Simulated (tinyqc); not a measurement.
How errors in the targets pass to the parameters: fitting sp3s* parameters to three gaps by Newton steps.

J:
```
           Esc     Vxapc     Vpaxc
Gamma  0.77356   0.00000   0.00000
X      0.00000  -0.84866   0.00000
L      0.40179  -0.25915  -0.11048
```

The gaps at Gamma, X and L of an sp3s* model are fitted with Esc, Vxapc and Vpaxc; J holds the derivatives of the gaps by these parameters at the start. The change of each parameter for +10 meV on one target is 10 J^-1, in meV.

Shifts (meV):

| target raised | Esc | Vxapc | Vpaxc |
|---|---|---|---|
| Gamma | 12.9 | 0.0 | 47.0 |
| X | 0.0 | -11.8 | 27.6 |
| L | 0.0 | 0.0 | -90.5 |

root sum of squares (meV): Esc 12.9, Vxapc 11.8, Vpaxc 105.7

What does the comparison show?

Independent errors of 10 meV leave Vpaxc least certain (106 meV) and Vxapc best fixed (11.8 meV). The largest single entry, 91 meV, comes from the target at L.

tinyqc: `OMP_NUM_THREADS=1 python tinyqc.py 1450082 1450083 out.jsonl`; about 0.2 s, one thread, shared Intel(R) Xeon(R) Processor @ 2.30GHz.
